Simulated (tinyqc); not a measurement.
On-chip interconnect, size-dependent resistivity and RC delay: one step of the calculation.

A rectangular line between two neighbours and two ground planes. Surface and grain-boundary scattering are added to the bulk resistivity as corrections; capacitances are parallel-plate values without fringing; inductance is ignored.

Task. Resistivity, resistance and capacitance per length. Metal width x = wd - 2 tl, height y = AR wd - tl; grain boundaries (Mayadas-Shatzkes): al = (lam/(gr x)) Rg/(1 - Rg), g = 1/[1 - 3 al/2 + 3 al^2 - 3 al^3 ln(1 + 1/al)] - 1; surfaces (Fuchs-Sondheimer, thick limit): s = (3/8) lam (1 - ps)(1/x + 1/y); rho = rho0 (1 + g + s); r = rho/(x y); c = eps0 ek (2 wd/hd + 2 Mf AR wd/sp).

Parameters, values chosen for the exercise; metal values close to those of copper: bulk resistivity rho0 = 1.72 uohm cm; bulk mean free path lam = 40.7 nm; specular share of surface scattering ps = 0.3; reflection coefficient of grain boundaries Rg = 0.16; grain size over the metal width gr = 1.5; drawn line width wd = 13 nm; aspect ratio, height over width AR = 1.4; liner on both walls and the bottom, not conducting tl = 2.2 nm; space to the neighbouring lines sp = 13 nm; dielectric height to the planes above and below hd = 17 nm; relative permittivity of the dielectric ek = 4.2; Miller factor of the neighbours Mf = 1.

Constants: eps0 = 8.8541878128e-12 F/m. Results are converted to the units shown.

Find: x; y; al; g; s; rho; r; c.

Result.

x = 8.600 nm
y = 16.00 nm
al = 0.6010
g = 0.8381
s = 1.910
rho = 6.447 uohm cm
r = 468.5 ohm/um
c = 0.1610 fF/um

Range of the model: The metal width is under the mean free path, where the thick-limit surface term and the simple sum of corrections lose accuracy.

tinyqc, about 0.01 s, one thread, Intel Xeon 2.30GHz (shared host): `OMP_NUM_THREADS=1 python tinyqc.py 2100019 2100020 out.jsonl`
